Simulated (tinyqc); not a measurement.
Box-like doped layer, carriers, mobility and sheet resistance with incomplete ionisation: one step of the calculation.

A p-type layer from the surface x = 0 to the junction xj, N(x) = N0 for x < xb and N0 10^(-(x - xb)/Lt) beyond. Local neutrality (no depletion at surface or junction, no spilling of carriers), intrinsic carriers neglected, Boltzmann statistics.

Task. Sheet quantities by the trapezoid rule. Dose = integral of N, carrier sheet density = integral of p, 1/Rs = q integral of p mu, mean mobility 1/(q Rs sheet density), Hall mobility (unit Hall factor) = integral of p mu^2 over integral of p mu, Hall sheet density = (integral of p mu)^2/integral of p mu^2; all from 0 to xj.

Constants: q = 1.602176634e-19 C. Results are converted to the units shown.

```
point	x (nm)	N (cm^-3)	p (1e17 cm^-3)	mu (cm^2/(V s))
0	0.000000	6e18	7.7390511	16.524867
1	4.733028	6e18	7.7390511	16.524867
2	9.466055	6e18	7.7390511	16.524867
3	14.199083	6e18	7.7390511	16.524867
4	18.932110	6e18	7.7390511	16.524867
5	23.665138	6e18	7.7390511	16.524867
6	28.398165	6e18	7.7390511	16.524867
7	33.131193	6e18	7.7390511	16.524867
8	37.864220	6e18	7.7390511	16.524867
9	42.597248	6e18	7.7390511	16.524867
10	47.330275	3.9882392e18	6.1517124	19.665306
11	52.063303	9.3263316e17	2.5393354	35.014877
12	56.796331	2.1809239e17	0.8078680	53.641518
13	61.529358	5.1e16	0.0000000	67.548731
```

Find: dose; carrier sheet density; Rs; mean mobility; Hall mobility; Hall sheet density.

Result.

dose = 2.942e13 cm^-2
carrier sheet density = 3.929e12 cm^-2
Rs = 8.982e4 ohm/square
mean mobility = 17.68 cm^2/(V s)
Hall mobility = 19.00 cm^2/(V s)
Hall sheet density = 3.657e12 cm^-2

Carriers make up 13.4 % of the dose. A Hall measurement weights the mobile tail, so its sheet density is 6.9 % below the true one.

Computed by the program tinyqc: `OMP_NUM_THREADS=1 python tinyqc.py 2110011 2110012 out.jsonl`, one thread of a shared Intel Xeon 2.30GHz, about 0.01 s for the whole run.
